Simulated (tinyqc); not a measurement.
Gap voltage and exponent from three temperatures.

Inverse problem. At constant current VBE(T) = Vg0 - a T - eta (kB T/q) ln T, where a is a constant. Find Vg0, eta and dVBE/dT at the middle temperature.

Constants: q = 1.602176634e-19 C, kB = 1.380649e-23 J/K. Results are converted to the units shown.

T (K): 233  273  300
VBE at a constant current (V): 0.7592287187  0.6750865386  0.6170397543

Solution. The relation is linear in Vg0, a and eta, so three points give a linear system; the slope is (VBE - Vg0 - eta kB T/q)/T. eta rests on the curvature of VBE(T) alone, so real fits need accuracy of some tens of microvolts or better.

Vg0 = 1.156 V
eta = 4.300
dVBE/dT = -2.132 mV/K

Program tinyqc, `OMP_NUM_THREADS=1 python tinyqc.py 2062130 2062131 out.jsonl`; Intel Xeon 2.30GHz, shared host, one thread, about 0.02 s.
